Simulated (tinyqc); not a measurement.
# Avrami exponent and activation energy from three anneals

Inverse problem. Isothermal crystallisation follows X = 1 - exp(-(k t)^n) with k proportional to exp(-Ec q/(kB T)). Find n, k at both temperatures and Ec.

Constants: q = 1.602176634e-19 C, kB = 1.380649e-23 J/K. Results are converted to the units shown.

X at (445 K, 550 s), (445 K, 1100 s) and (465 K, 40 s): [0.19670553, 0.82662032, 0.41196831]

Solution. -ln(1 - X) = (k t)^n: the two times give n, and the two rates give Ec.

n = 3.00
k at 445 K = 0.00110 1/s
k at 465 K = 0.0202 1/s
Ec = 2.60 eV

tinyqc, about 0.02 s, one thread, Intel Xeon 2.30GHz (shared host): `OMP_NUM_THREADS=1 python tinyqc.py 2490030 2490031 out.jsonl`
